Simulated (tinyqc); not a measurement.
Ways to converge the cycle: SCF convergence aids in the sto-6g basis, for H4, spin multiplicity 3. Computed by the program tinyqc with PySCF. 

Geometry (angstrom):
```
atom       x       y       z
H     0.0000  0.0000  0.0000
H     0.0000  0.0000  1.1320
H     0.0000  0.0000  2.6700
H     0.0000  0.0000  3.8020
```

lowest solution found by these runs and by PySCF with stability checks = -1.863393 hartree

UHF with one setting changed at a time; a run stops when the energy changes by less than 1e-09 hartree and the error matrix is below 1e-5. The start is random orbitals. Damping d keeps d of the old density; a shift (hartree) raises the virtual levels; DIIS n extrapolates F over n matrices.

Largest element of the error matrix X^T (FDS - SDF) X:
```
iteration    plain  damping 0.3  damping 0.6  shift 0.4   DIIS 3   DIIS 8
1          1.8e-01      1.8e-01      1.8e-01    1.8e-01  1.8e-01  1.8e-01
2          1.6e-01      1.0e-01      1.0e-01    9.1e-02  1.6e-01  1.6e-01
3          1.3e-01      6.8e-02      7.7e-02    7.7e-02  5.4e-02  5.4e-02
4          5.4e-02      4.5e-02      7.3e-02    1.1e-01  3.0e-02  3.0e-02
5          3.0e-02      2.9e-02      6.2e-02    8.8e-02  1.4e-02  1.8e-02
6          2.3e-02      1.8e-02      5.1e-02    5.3e-02  1.4e-02  1.4e-02
8          2.9e-02      1.3e-02      3.3e-02    2.9e-02  1.0e-02  2.9e-03
10         1.9e-02      2.0e-02      2.1e-02    2.4e-02  8.2e-04  4.4e-04
14         2.7e-03      2.8e-02      9.0e-03    1.1e-02  3.9e-05        -
20         3.2e-04      7.9e-03      1.5e-02    1.9e-03        -        -
30         3.0e-05      4.9e-04      2.7e-02    4.1e-04        -        -
45               -      4.5e-05      3.4e-03    3.9e-05        -        -
60               -            -      4.2e-04          -        -        -
```

How each run ends:
```
run          iterations  E (hartree)                                                        state
plain                35    -1.863393                                                 lowest found
damping 0.3          55    -1.863393                                                 lowest found
damping 0.6         >60    -1.863389  falls steadily but slowly, by a factor of about 0.88 a step
shift 0.4            54    -1.863393                                                 lowest found
DIIS 3               18    -1.816798                                                       higher
DIIS 8               12    -1.816798                                                       higher
```

3 of 6 runs reach the lowest solution found, in 35 to 55 iterations (fastest: plain). Ending on a higher stationary point: DIIS 3, DIIS 8; a small error matrix cannot reveal that, and an occupation fixed by the start is kept by symmetry or by the shape of the basin. Not converged: damping 0.6. Plain steps already contract here, so damping only slows them. DIIS minimises the error, not the energy, so it can stall or settle near a saddle, and its small system turns near-singular when few rotations are active.
